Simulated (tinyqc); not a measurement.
Inside a calculation. Method: coherent transport through a tight-binding region between two chains. One step of it, computed by the program tinyqc.

Question. Transmission at E = 0.07 eV. Surface Green function g = (E - i sqrt(4 t^2 - E^2)) / (2 t^2); self-energy tc^2 g on each contact site; G = (E - H - Sigma)^(-1); Gamma = -2 Im Sigma; T = Gamma_L Gamma_R |G_LR|^2; local density of states -Im G_ii / pi.

H of the central region (eV), lower triangle:
```
           1          2          3          4          5         6
1   0.000000
2  -1.360000   1.320000
3   0.000000  -1.350000   1.320000
4   0.000000   0.000000  -1.770000   1.320000
5   0.000000   0.000000   0.000000  -1.350000   1.320000
6   0.000000   0.000000   0.000000   0.000000  -1.350000  0.000000
```

Leads: semi-infinite chains with site energy 0:
```
parameter                           value
lead hopping t (eV)              2.610000
coupling to the left lead (eV)   0.330000
coupling to the right lead (eV)  0.620000
left contact site                       1
right contact site                      6
```

E = 0.070000 eV

Give: g; G; local density of states; transmission.

Answer.

g = 0.0051-0.3831i 1/eV

G (1/eV), lower triangle:
```
                 1                2                3                4
1   1.2228-0.1845i
2   0.6672-0.0281i  -0.0349-0.0190i
3  -0.6141+0.1599i   0.0363+0.0107i   0.6522-0.1512i
4  -0.9426+0.1343i   0.0522+0.0221i   0.9979-0.1149i   0.6649-0.0980i
5  -0.0676-0.0852i   0.0008+0.0064i   0.0689+0.0918i   0.0480+0.0599i
6   0.8800-0.2133i  -0.0515-0.0161i  -0.9341+0.1999i  -0.6204+0.1535i

                 5               6
5  -0.0459-0.0649i
6   0.6503-0.1200i  1.2225-0.2646i
```

local density of states (1/eV): 0.0587  0.0061  0.0481  0.0312  0.0207  0.0842

transmission = 0.0201
